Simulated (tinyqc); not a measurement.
# Mobility, diffusion coefficient and lifetime from two collectors

Inverse problem. For an injected sheet in a field F the peak time tp at distance L obeys u^2 tp^2 + 2 D tp = L^2 with u^2 = v^2 + 4 D/tau, and the pulse area goes as exp(L (v - u)/(2 D)); v = mu F. Find u, D, mu and tau without using the Einstein relation.

Values chosen for this exercise:

| symbol | value | unit | meaning |
|---|---|---|---|
| F | 41 | V/cm | sweep field along the drift |

distances (um): 380  1100
peak times (us): 0.437388609  1.28092956
ratio of the areas, far over near = 0.0122850882

Answer. The two peak times give two linear equations for u^2 and D; the area ratio gives v - u, and u^2 - v^2 = 4 D/tau gives tau.

u = 8.535e4 cm/s
D = 57.61 cm^2/s
mu = 1910 cm^2/(V s)
tau = 2.000e-7 s

Program tinyqc, `OMP_NUM_THREADS=1 python tinyqc.py 2310045 2310046 out.jsonl`; Intel Xeon 2.30GHz, shared host, one thread, about 0.01 s.
